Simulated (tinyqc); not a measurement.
# Resistance of a source-drain extension with a graded tip: abruptness at a fixed junction position

y runs along the channel, the gate covers y > 0. The doping is N0 for y < y0 and N0 10^(-(y - y0)/la) beyond, uniform over the depth xj. Sheet conductance s(y) = q mu(N) max(N - Nch, 0) xj + (for y > 0) ma Cox Vo, with mu(N) = u0 + (u1 - u0)/(1 + (N/Nr)^au) and Cox = eps0 eox/tox. Current is taken as one-dimensional; depletion of the tip, spreading and the contact are left out. The metallurgical junction lies at yj, where N = Nch.

R_spacer = integral of dy/s from -Ls to 0, R_ov from 0 to yj, R_channel = (Lg - 2 yj)/(ma Cox Vo), R_total = 2 R_spacer + 2 R_ov + R_channel. Electrical length L_eff = ma Cox dR_total/d(1/Vo); R_series = R_total - L_eff/(ma Cox Vo). y0 is moved with la so that yj stays at 10.129 nm.

Inputs (values chosen for the exercise); mobility law close to that of electrons in silicon: relative permittivity of the gate insulator (close to silicon dioxide) eox = 3.9; insulator thickness tox = 3.7 nm; active doping of the extension far from the gate N0 = 5.8e19 cm^-3; depth of the extension xj = 15 nm; channel doping Nch = 2.3e18 cm^-3; spacer length Ls = 14 nm; gate overdrive Vo = 0.44 V; mobility of the gate-induced layer ma = 130 cm^2/(V s); mobility at low doping u1 = 1414 cm^2/(V s); mobility at high doping u0 = 68.5 cm^2/(V s); reference doping Nr = 9.2e16 cm^-3; exponent au = 0.711; gate length Lg = 40 nm.

Constants: q = 1.602176634e-19 C, eps0 = 8.8541878128e-14 F/cm where lengths are in cm. Results are converted to the units shown.

The same in every row: yj (nm) = 10.13; R_channel (ohm um) = 369.8.

Result of one run:
```
la (nm/decade)  R_spacer (ohm um)  R_ov (ohm um)  R_total (ohm um)  L_eff (nm)  R_series (ohm um)
2.3                         12.74          21.64             438.6       20.52              54.26
```

What becomes of these results when the lateral abruptness la is changed from 2.3 to 3.6 nm/decade, all else the same?

Result of the changed run:
```
la (nm/decade)  R_spacer (ohm um)  R_ov (ohm um)  R_total (ohm um)  L_eff (nm)  R_series (ohm um)
3.6                         12.74          28.91             453.1       20.93              61.06
```

The whole series:
```
la (nm/decade)  R_spacer (ohm um)  R_ov (ohm um)  R_total (ohm um)  L_eff (nm)  R_series (ohm um)
1                           12.74          14.38             424.0       20.10              47.46
2.3                         12.74          21.64             438.6       20.52              54.26
3.6                         12.74          28.91             453.1       20.93              61.06
4.9                         12.74          36.17             467.6       21.34              67.85
6.1                         12.74          42.88             481.0       21.72              74.13
7.4                         12.74          50.14             495.6       22.14              80.93
8.7                         13.30          56.91             510.2       22.54              87.95
10                          14.69          62.96             525.1       22.94              95.43
```

As la goes from 1 to 10 nm/decade, R_total rises from 424 to 525 ohm um, R_spacer rises from 12.7 to 14.7 ohm um and R_ov rises from 14.4 to 63.0 ohm um. R_total changes on average by 11.2 ohm um for each nm/decade. L_eff exceeds the metallurgical length by 0.361 nm in the first row and 3.20 nm in the last, since the gate also controls the lightly doped tips.

Numbers from tinyqc (`OMP_NUM_THREADS=1 python tinyqc.py 2282028 2282029 out.jsonl`; about 0.07 s on one thread of a shared Intel Xeon 2.30GHz).
